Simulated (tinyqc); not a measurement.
Inside a calculation. Method: Hubbard chain of 6 sites. Computed by tinyqc, a small Python program that keeps every step. Settings: hopping = 1.57, U = 5.7, mixing = 0.5, iteration cap = 63. Command: `OMP_NUM_THREADS=1 python tinyqc.py 23571 23572 out.jsonl` (the two numbers bound the seeds that draw the settings). One thread of a shared host (Intel(R) Xeon(R) Processor @ 2.60GHz), about 0.2 s of CPU time with the checks. Later iterations appear only in the table of the cycle.

## Mean-field iteration 1

one-body matrix (hopping and site energies) (eV), lower triangle:
```
           1          2          3          4          5         6
1  -0.160000
2  -1.570000   0.340000
3   0.000000  -1.570000  -0.590000
4   0.000000   0.000000  -1.570000   0.910000
5   0.000000   0.000000   0.000000  -1.570000  -0.840000
6   0.000000   0.000000   0.000000   0.000000  -1.570000  0.480000
```

U = 5.700000 eV

electrons, up and down: 3  3

mixing = 0.500000

n(up) at the start (a guess, not normalised): 1 0.800000, 2 0.200000, 3 0.800000, 4 0.200000, 5 0.800000, 6 0.200000

n(down) at the start (a guess): 1 0.200000, 2 0.800000, 3 0.200000, 4 0.800000, 5 0.200000, 6 0.800000

H(up) = T + U n(down), H(down) = T + U n(up); fill the lowest levels; n(new) = n + mixing (n(out) - n); E = tr T (rho up + rho down) + U sum n_up n_down of the output.

levels, up (eV): -0.848372  -0.212128  0.710069  5.253316  5.740808  6.596307

levels, down (eV): -0.181690  0.485216  1.584168  4.307251  5.136178  5.908877

energy = -3.923476 eV

n(up) after iteration 1: 1 0.854675, 2 0.175873, 3 0.840633, 4 0.153923, 5 0.839238, 6 0.135658

n(down) after iteration 1: 1 0.163470, 2 0.791255, 3 0.215998, 4 0.773131, 5 0.238662, 6 0.817483

## Mean-field iteration 2

As before.

levels, up (eV): -0.751972  -0.133235  0.600350  5.263137  5.733159  6.528560

levels, down (eV): -0.263938  0.344955  1.328198  4.513664  5.299709  6.017412

energy = -3.996114 eV

n(up) after iteration 2: 1 0.884600, 2 0.162763, 3 0.857841, 4 0.135017, 5 0.855317, 6 0.104462

n(down) after iteration 2: 1 0.135092, 2 0.798668, 3 0.209452, 4 0.775770, 5 0.237901, 6 0.843117

## Mean-field iteration 3

As before.

levels, up (eV): -0.774010  -0.173310  0.495997  5.338596  5.798574  6.554153

levels, down (eV): -0.312708  0.266096  1.212850  4.608208  5.389060  6.076495

energy = -4.012579 eV

n(up) after iteration 3: 1 0.902290, 2 0.153148, 3 0.867325, 4 0.125123, 5 0.864958, 6 0.087155

n(down) after iteration 3: 1 0.116444, 2 0.807894, 3 0.200803, 4 0.782965, 5 0.229775, 6 0.862118

## Convergence

Each step fills the lowest levels of T + U n(other spin) and sets n(new) = n + mixing (n(out) - n); stop when output and input agree to 1e-8.

Course of the cycle:
```
iteration       E (eV)  largest |n(out) - n(in)|  mean |n_up - n_down|
1          -3.92347597                  1.29e-01              0.677610
2          -3.99611352                  6.24e-02              0.704737
3          -4.01257863                  3.80e-02              0.719929
4          -4.01940583                  2.53e-02              0.729778
5          -4.02257864                  1.64e-02              0.736399
6          -4.02408261                  1.05e-02              0.740910
7          -4.02479924                  7.37e-03              0.744003
8          -4.02514155                  5.27e-03              0.746130
9          -4.02530533                  3.73e-03              0.747596
10         -4.02538380                  2.62e-03              0.748608
11         -4.02542145                  1.83e-03              0.749308
...                ...                       ...                   ...
35         -4.02545628                  3.17e-07              0.750881
36         -4.02545628                  2.21e-07              0.750881
37         -4.02545628                  1.54e-07              0.750881
38         -4.02545628                  1.07e-07              0.750881
39         -4.02545628                  7.47e-08              0.750881
40         -4.02545628                  5.20e-08              0.750881
41         -4.02545628                  3.62e-08              0.750881
42         -4.02545628                  2.52e-08              0.750881
43         -4.02545628                  1.76e-08              0.750881
44         -4.02545628                  1.22e-08              0.750881
45         -4.02545628                  8.51e-09              0.750881
```

local moments n_up - n_down: 1 0.847264, 2 -0.710757, 3 0.713490, 4 -0.703863, 5 0.691889, 6 -0.838023

Converged in 45 iterations. Before convergence this energy mixes input and output and is not variational, so it may rise towards its limit.

## Exact diagonalisation (400 states)

Lowest levels of the sector, and the double occupancy of the lowest state.

lowest levels (eV): -5.155867  -4.472999  -3.707454  -3.459024  -3.153490  -2.949622

double occupancy per site = 0.104948

The mean-field solution above lies 1.1304 eV above the exact energy.

## The lowest level by Lanczos steps

From a random start vector (not printed): a_j = <q_j|H|q_j>, b_j = norm of the remainder after orthogonalising; the Ritz value is the lowest eigenvalue of the tridiagonal matrix of a and b so far.

Lanczos:
```
j    a_j (eV)  b_j (eV)  lowest Ritz value (eV)
1    6.422345  6.823387              6.42234547
2    5.507630  7.192946             -0.87371007
3    8.185333  7.159390             -3.56080854
4    9.055021  7.414673             -4.52964177
5   10.573608  7.382569             -4.91805263
6   11.330761  7.265406             -5.06326725
7   11.103738  7.384548             -5.11485589
8   10.366786  6.718462             -5.13588309
9    8.021824  6.933710             -5.14529250
10   9.368000  6.117054             -5.15064597
```
